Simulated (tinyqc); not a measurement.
# Minimum-mode following (dimer method) and harmonic rate on a two-dimensional model surface, step by step

A worked calculation. Computed by tinyqc, a small Python program that keeps every step. Command: `OMP_NUM_THREADS=1 python tinyqc.py 3020401 3020402 out.jsonl dimer walk`. One thread of a shared host (Intel(R) Xeon(R) Processor @ 2.30GHz), about 0.01 s of CPU time with the checks. Intermediate numbers are printed to about 7 digits and carried at full precision; extremes and crossings named in words are read from the listed rows.

V(x, y) = -A (cos kx + cos ky) - B cos kx cos ky + (C sin ky + S sin kx)(1 - cos kx), k = 2 pi/a; the atom hops from the minimum at (0, 0) to that at (a, 0).

Inputs (values chosen for the exercise, for a model surface):
```
quantity                                                value           unit
amplitude A                                              0.37             eV
amplitude B                                              0.11             eV
skew C                                                   0.11             eV
asymmetry S                                            -0.026             eV
period a                                                    3       angstrom
start as a fraction of the way from minimum to saddle    0.77              -
offset of the start in y                                -0.11       angstrom
first angle of the dimer                                   45        degrees
half length delta                                        0.02       angstrom
step factor eta                                          0.13  angstrom^2/eV
mass M                                                    168              u
temperature T                                             700              K
```

Surface: adatom on a square lattice.

Constants: nu for 1 eV/(angstrom^2 u) = 15.6333042 THz; k_B = 8.617333262e-05 eV/K.

## Stationary points

Newton steps x(new) = x - H^-1 grad V (moves limited to 0.3 angstrom) from (0, 0), (a, 0) and (a/2, 0) give the two minima and the saddle.

positions (angstrom):
```
               x          y
start   0.000000   0.000000
end     3.000000   0.000000
saddle  1.563497  -0.333385
```

energies (eV): start -0.8500000, end -0.8500000, saddle 0.0328930

barrier from the start = 0.8828930 eV

## Starting point

R0 = start minimum + fraction x (saddle - minimum) + (0, offset); in practice such a guess comes from a displaced minimum.

R at the start (angstrom): 1.203893  -0.366706

phi at the start = 45 degrees

## Dimer step 1

Dimer at R with unit axis N = (cos phi, sin phi) and normal T = (-sin phi, cos phi). Gradients g at R +/- delta N and at R +/- delta T give H N and H T by central differences, (g+ - g-)/(2 delta). With C_N = N.H N, C_T = T.H T and b = T.H N, rotate by theta = (1/2) atan2(-2b, C_T - C_N), the angle of least curvature C = (C_N + C_T)/2 - sqrt((C_N - C_T)^2/4 + b^2). Translate along F = -g + 2 (g.N) N if C < 0, else along F = (g.N) N, with the new axis: R(new) = R + eta F, the move limited to 0.2 angstrom.

C_N, C_T, b (eV/angstrom^2): 0.618502  -0.174069  1.270532

rotation theta = -53.66149 degrees

phi after step 1 = -8.661494 degrees

least curvature C = -1.108683 eV/angstrom^2

gradient g (eV/angstrom): 0.5156362  -0.1075448

effective force F (eV/angstrom): 0.5242700  -0.0508680

R after step 1 (angstrom): 1.272048  -0.373319

The curvature is negative, so the force along the axis is inverted.

## Dimer step 2

The formulas are those given above.

C_N, C_T, b (eV/angstrom^2): -1.237086  1.521299  -0.101904

rotation theta = 2.112869 degrees

phi after step 2 = -6.548625 degrees

least curvature C = -1.240846 eV/angstrom^2

gradient g (eV/angstrom): 0.4364241  -0.0931666

effective force F (eV/angstrom): 0.4461833  -0.0081527

R after step 2 (angstrom): 1.330052  -0.374379

The curvature is negative, so the force along the axis is inverted.

## All steps

R0 = start minimum + fraction x (saddle - minimum) + (0, offset). Stop when |g| is below 1e-5 eV/angstrom, after 150 steps at most.

Course of the dimer:
```
step  x (angstrom)  y (angstrom)  E above the start (eV)  C (eV/angstrom^2)  |g| (eV/angstrom)
1         1.203893    -0.3667062               0.7833379          -1.108683       5.267320e-01
2         1.272048    -0.3733190               0.8164999          -1.240846       4.462578e-01
3         1.330052    -0.3743789               0.8397953          -1.352967       3.709103e-01
4         1.378217    -0.3721128               0.8555154          -1.444104       3.033799e-01
5         1.417458    -0.3681615               0.8657919          -1.515718       2.449817e-01
6         1.448976    -0.3635960               0.8723477          -1.570713       1.958725e-01
7         1.474030    -0.3590470               0.8764536          -1.612391       1.554383e-01
8         1.493795    -0.3548454               0.8789900          -1.643798       1.226639e-01
9         1.509304    -0.3511349               0.8805409          -1.667450       9.640136e-02
...            ...           ...                     ...                ...                ...
39        1.563473    -0.3334122               0.8828930          -1.744511       5.907796e-05
40        1.563478    -0.3334068               0.8828930          -1.744523       4.657042e-05
41        1.563483    -0.3334025               0.8828930          -1.744532       3.674149e-05
42        1.563486    -0.3333990               0.8828930          -1.744539       2.901120e-05
43        1.563489    -0.3333962               0.8828930          -1.744545       2.292641e-05
44        1.563490    -0.3333940               0.8828930          -1.744550       1.813284e-05
45        1.563492    -0.3333921               0.8828930          -1.744554       1.435330e-05
46        1.563493    -0.3333907               0.8828930          -1.744557       1.137076e-05
47        1.563494    -0.3333895               0.8828930          -1.744559       9.015164e-06
```

final position (angstrom): 1.563494  -0.333390

steps = 47

final |g| = 9.015164e-06 eV/angstrom

Converged in 47 steps on the saddle found by Newton steps.

## Curvatures and frequencies

Diagonalise the Hessian at the start minimum and at the saddle; nu = 15.6333042 THz x sqrt(|lambda|/M).

Hessian at the minimum (eV/angstrom^2):
```
          1         2
1  2.105516  0.000000
2  0.000000  2.105516
```

Hessian at the saddle (eV/angstrom^2):
```
           1          2
1  -1.742624  -0.090137
2  -0.090137   1.494497
```

eigenvalues at the minimum (eV/angstrom^2): 2.105516  2.105516

eigenvalues at the saddle (eV/angstrom^2): -1.745132  1.497005

frequencies at the minimum (THz): 1.750150  1.750150

frequencies at the saddle (the first is imaginary) (THz): 1.593347  1.475733

## Harmonic rate

Vineyard prefactor nu* = nu1 nu2 (minimum)/nu2 (saddle); k = nu* exp(-E_b/(k_B T)).

prefactor nu* = 2.075597 THz

rate k = 913257.7 1/s

The stable mode of the saddle is softer than either mode of the minimum, which raises the prefactor above both frequencies.

Checks made by the program: energy at the dimer end point against that of the Newton saddle (relative difference below 1e-10).
